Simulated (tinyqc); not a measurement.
Floating body of a partially depleted SOI transistor: body voltage and kink: two steps of the calculation.

Source at 0 V. Channel current Ic = 2 nf K Vt^2 [F(0) - F(Vd)](1 + la Vd), F(V) = ln^2(1 + exp((Vg - VT - nf V)/(2 nf Vt))), VT = VT0 - gb Vb. Saturation voltage Vs = 2 Vt sqrt(F(0)) + 3 Vt, excess Ve = (Vd - Vs + sqrt((Vd - Vs)^2 + 0.0004 V^2))/2, multiplication M1 = Ai Ve exp(-Bl/Ve). Each junction passes D(v) = J1 (exp(v/Vt) - 1) + J2 (exp(v/(2 Vt)) - 1). Bipolar current Ib = bb J1 (exp(Vb/Vt) - 1). The body settles where M1 (Ic + Ib) = D(Vb) + D(Vb - Vd) + Vb/Rb; drain current Id = (1 + M1)(Ic + Ib) - D(Vb - Vd).

Inputs (values chosen for the exercise); values of the order met in partially depleted silicon-on-insulator transistors: temperature T = 358 K; threshold at zero body voltage VT0 = 0.47 V; fall of the threshold per volt of body voltage gb = 0.23; slope factor nf = 1.38; gain factor per width K = 120 uA/(V^2 um); channel-length modulation factor la = 0.03 1/V; impact-ionisation prefactor Ai = 3.15 1/V; impact-ionisation voltage Bl = 7.8 V; diffusion saturation current of each junction J1 = 2.9e-11 uA/um; recombination saturation current of each junction J2 = 3.1e-8 uA/um; gain of the lateral bipolar transistor on the diffusion current bb = 0; resistance of a weak body tie to the source (1e9 stands for no tie, and the term is then dropped) Rb = 1e9 kohm um; gate voltage Vg = 0.63 V; drain voltage Vd = 2.3 V.

Constants: q = 1.602176634e-19 C, kB = 1.380649e-23 J/K, Vt = kB T/q. Results are converted to the units shown.

Problem 1. New Vb. Current into the body I_in = M1 (Ic + Ib) - D(Vb - Vd), current out I_out = D(Vb) + Vb/Rb; f = ln(I_in/I_out), s = df/dVb by central differences over 1e-5 V, Vb(new) = Vb - f/s.

Vb at the start = 0.83 V

Give: Ic; Ve; M1; I_in; I_out; f; s; Vb after iteration 1.

Solution 1.

Ic = 5.768 uA/um
Ve = 1.952 V
M1 = 0.1131
I_in = 0.6526 uA/um
I_out = 14.04 uA/um
f = -3.069
s = -31.52 1/V
Vb after iteration 1 = 0.7327 V

Problem 2. Drain current with floating and with grounded body. Id and VT at the converged Vb, Id at Vb = 0, their ratio, and the bipolar share Ib/(Ic + Ib).

converged Vb = 0.73240685 V

Give: VT; Id, floating; Id, grounded; ratio; bipolar share.

Solution 2.

VT = 0.30155 V
Id, floating = 5.6659 uA/um
Id, grounded = 1.5901 uA/um
ratio = 3.5632
bipolar share = 0.0000 %

The body rises to 0.732 V and lowers the threshold by 168 mV.

Range of the model: The multiplication law is an empirical form chosen for the exercise; self-heating and capacitive coupling to the body are left out, and the linear laws are rough once Vb passes about 0.7 V or M1 about 0.1.

tinyqc, about 0.2 s, one thread, Intel Xeon 2.30GHz (shared host): `OMP_NUM_THREADS=1 python tinyqc.py 2182186 2182187 out.jsonl`
